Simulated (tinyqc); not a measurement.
RHF in the sto-3g basis, for B+, spin multiplicity 1, step by step. This run ends on a higher stationary point, not on the lowest solution. Computed by tinyqc, a small Python program that keeps every step (integrals from PySCF). Settings: charge = 1, multiplicity = 1, basis = sto-3g, energy threshold = 1e-10, iteration cap = 87, orthogonalisation = symmetric, start = Wolfsberg-Helmholz matrix, DIIS depth = 4, damping = 0.3, method = RHF. Command: `OMP_NUM_THREADS=1 python tinyqc.py 27028 27029 out.jsonl` (the two numbers bound the seeds that draw the settings). One thread of a shared host (Intel(R) Xeon(R) Processor @ 2.60GHz), about 0.03 s of CPU time with the checks.

Geometry (angstrom):
```
atom       x       y       z
B     0.0000  0.0000  0.0000
```

Stop when the energy changes by less than 1e-10 hartree and every element of the error matrix X^T (F D S - S D F) X is below 3e-06.

Course of the cycle:
```
iteration  E (hartree)     change  largest element of the error matrix
1           -23.444168          -                             2.06e-01
2           -23.446231  -2.06e-03                             7.23e-02
3           -23.446898  -6.67e-04                             2.17e-02
4           -23.447104  -2.06e-04                             6.51e-03
5           -23.447166  -6.23e-05                             1.96e-03
6           -23.447185  -1.87e-05                             5.87e-04
7           -23.447191  -5.62e-06                             1.76e-04
8           -23.447192  -1.69e-06                             5.29e-05
9           -23.447193  -5.06e-07                             1.59e-05
10          -23.447193  -1.52e-07                             4.76e-06
11          -23.447193  -4.56e-08                             1.43e-06
12          -23.447193  -1.37e-08                             4.28e-07
13          -23.447193  -4.10e-09                             1.28e-07
14          -23.447193  -1.23e-09                             3.85e-08
15          -23.447193  -3.69e-10                             1.16e-08
16          -23.447193  -1.11e-10                             3.47e-09
17          -23.447193  -3.32e-11                             1.04e-09
```

Can the last value be used, and what does the course show?

No, though the log alone does not show it. Converged in 17 iterations. But the solution lies 0.50128 hartree above the reference: it is another stationary point, not the lowest restricted one. Reruns (cap 100 unless said): DIIS 8: converged in 6 to a higher stationary point; damping 0.5: converged in 26 to a higher stationary point; level shift 0.5: converged in 7 to a higher stationary point; atomic densities as start, DIIS 8: converged in 3. PySCF RHF in the same basis = -23.948470 hartree.
